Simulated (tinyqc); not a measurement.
Band gaps under pressure and temperature from deformation potentials: sweeps and comparisons. A value that a table varies takes the place of the one given here.

Murnaghan: V/V0 = (1 + Bp P/B0)^(-1/Bp), B0 = (C11 + 2 C12)/3. Each gap moves by a ln(V/V0) with its volume potential a, and falls with temperature by aV T^2/(T + bV) (Varshni); the two effects are added. No change of phase is considered.

Constants: hc = 1239.841984 eV nm.

Inputs chosen for the exercise (near those of Si, the X and L potentials typical of such crystals; the results hold for these values, not for the real material):
- Eg = 4.231 eV (gap at Gamma to the s-like level at 0 K, 0 GPa)
- EgX = 1.181 eV (gap to X at 0 K, 0 GPa)
- EgL = 2.081 eV (gap to L at 0 K, 0 GPa)
- C11 = 168.1 GPa
- C12 = 63.7 GPa
- Bp = 3.82 (pressure derivative of the bulk modulus)
- aG = -12.58 eV (volume potential of the Gamma gap)
- aX = 2.11 eV (volume potential of the X gap)
- aL = -2.54 eV (volume potential of the L gap)
- aV = (0.385, 0.458, 0.442) meV/K (Varshni alpha of Gamma, X, L)
- bV = (122, 678, 311) K (Varshni beta of Gamma, X, L)
- T = 300 K (temperature)
- P = 2.4 GPa (pressure)

## Gaps against pressure

The last column is the linear form E0 + c1 P for Gamma, c1 = -aG/B0.

Gaps (eV):
```
P (GPa)  ln(V/V0)  Gamma      X      L  lowest  Gamma, linear
0.00       0.0000  4.149  1.139  2.016       X          4.149
1.50      -0.0148  4.335  1.108  2.053       X          4.340
3.00      -0.0288  4.511  1.078  2.089       X          4.532
4.50      -0.0421  4.679  1.050  2.123       X          4.724
6.00      -0.0548  4.838  1.023  2.155       X          4.915
7.50      -0.0668  4.990  0.998  2.186       X          5.107
9.00      -0.0784  5.135  0.973  2.215       X          5.298
10.50     -0.0894  5.274  0.950  2.243       X          5.490
12.00     -0.1000  5.407  0.928  2.270       X          5.681
```

Over 12 GPa Gamma moves by +1.258, L by +0.254 and X by -0.211 eV. X stays lowest. The linear form overshoots by 274 meV at the end, because the crystal stiffens; the gap is linear in ln V, not in P.

## Gaps against temperature

At the pressure P; wavelength hc/E of the lowest gap.

Gaps (eV):
```
T (K)   Gamma       X       L  lowest  wavelength (nm)
0      4.5241  1.1318  2.1402       X           1095.4
50     4.5185  1.1303  2.1371       X           1096.9
100    4.5067  1.1260  2.1294       X           1101.1
200    4.4763  1.1110  2.1056       X           1116.0
300    4.4420  1.0897  2.0751       X           1137.8
400    4.4061  1.0639  2.0407       X           1165.4
500    4.3693  1.0346  2.0039       X           1198.3
600    4.3321  1.0028  1.9655       X           1236.3
```

From 0 to 100 K the Gamma gap falls by 17.3 meV, from 500 to 600 K by 37.2 meV: quadratic below bV, linear with a slope tending to aV = 0.385 meV/K above. X stays lowest. A pressure of 0.64 GPa, with the slope -aG/B0 at zero pressure, would undo the fall of the Gamma gap from 0 to 300 K.

## What each parameter does

Gaps at P and T. Each row changes one parameter from the base and keeps the others.

Results:
```
case              Gamma (eV)  X (eV)  L (eV)
base                  4.4420  1.0897  2.0751
T = 350 K             4.4242  1.0773  2.0583
C11 = 151.29 GPa      4.4588  1.0869  2.0785
C12 = 57.33 GPa       4.4546  1.0876  2.0776
Bp = 3.438            4.4432  1.0895  2.0753
aG = -11.322 eV       4.4127  1.0897  2.0751
aX = 1.899 eV         4.4420  1.0946  2.0751
aL = -2.794 eV        4.4420  1.0897  2.0810
P = 2.16 GPa          4.4138  1.0944  2.0694
```

The largest shifts from the base row, up to three for each result and ties (the steps differ in size, so this ranks the rows, not the parameters). Gamma (eV): aG -0.0293, P -0.0282, T -0.0178; unchanged at the printed digits by aX and aL. X (eV): T -0.0124, aX +0.0049, P +0.0047; unchanged at the printed digits by aG and aL. L (eV): T -0.0168, aL +0.0059, P -0.0057; unchanged at the printed digits by aG and aX.

Run: tinyqc, `OMP_NUM_THREADS=1 python tinyqc.py 1080242 1080243 out.jsonl`; Intel(R) Xeon(R) Processor @ 2.30GHz, one thread, shared host; about 0.01 s of CPU time with all checks.
